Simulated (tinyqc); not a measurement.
Grain-boundary diffusion: Harrison regimes, Fisher and Le Claire analysis, Hart average. Changing the grain size d. Computed by tinyqc, a small Python program. Command: `OMP_NUM_THREADS=1 python tinyqc.py 3028923 3028924 out.jsonl gbdiff sweep`. One thread of a shared host (Intel(R) Xeon(R) Processor @ 2.30GHz), about 0.01 s of CPU time with the checks.

A boundary is a slab of width delta with diffusivity D_b, normal to a surface held at constant concentration; it leaks into grains of diffusivity D.

Inputs (values chosen for the exercise, for a model polycrystal): lattice prefactor D0 = 1.5e-05 m^2/s; lattice activation energy E = 3.93 eV; boundary prefactor D0b = 1.5e-05 m^2/s; boundary activation energy E_b = 2.56 eV; boundary width delta = 0.51 nm; segregation factor s = 30; temperature T = 1880 K; time t = 1100 s.

Constants: k_B = 8.617333262e-05 eV/K.

Method:
- D = D0 exp(-E/(k_B T)), D_b = D0b exp(-E_b/(k_B T)).
- Triple product P = s delta D_b.
- Hart average for parallel slabs: f = delta/d, D_eff = (s f D_b + (1 - f) D)/(1 - f + s f); share of the boundaries = s f D_b/(s f D_b + (1 - f) D); depth sqrt(D_eff t).

One run for each value:
```
grain size d (um)  D_eff (m^2/s)  share of the boundaries  depth sqrt(D_eff t) (um)
0.01                  1.2702e-12                  0.99987                    37.380
0.13                  2.1785e-13                  0.99820                    15.480
0.48                  6.4057e-14                  0.99338                     8.394
1.7                   1.8794e-14                  0.97694                     4.547
6.3                   5.4222e-15                  0.91954                     2.442
23                    1.8051e-15                  0.75788                     1.409
83                    8.1652e-16                  0.46450                     0.948
300                   5.4225e-16                  0.19354                     0.772
```

Give the missing row, grain size d (um) = 0.036.

Computed row:
```
grain size d (um)  D_eff (m^2/s)  share of the boundaries  depth sqrt(D_eff t) (um)
0.036                 6.2021e-13                  0.99951                    26.120
```

Interpolating between the two neighbouring rows (the first column on a logarithmic scale, the others too where they are positive) misses most in D_eff (m^2/s), by 15 %. Over the rows, D_eff (m^2/s) falls from 1.27e-12 to 5.42e-16 (exponent d ln y / d ln x -0.56 between the first rows and -0.32 between the last); share of the boundaries falls from 1.000 to 0.194 (exponent d ln y / d ln x -2.8e-4 between the first rows and -0.68 between the last); depth sqrt(D_eff t) (um) falls from 37.4 to 0.772 (exponent d ln y / d ln x -0.28 between the first rows and -0.16 between the last).

Caution (rows 0.480, 1.70, 6.30, 23.0, 83.0, 300): outside regime A (which needs sqrt(D t) above about 3 d) the Hart average and its depth are formal: they describe a profile only in regime A or at steady state.
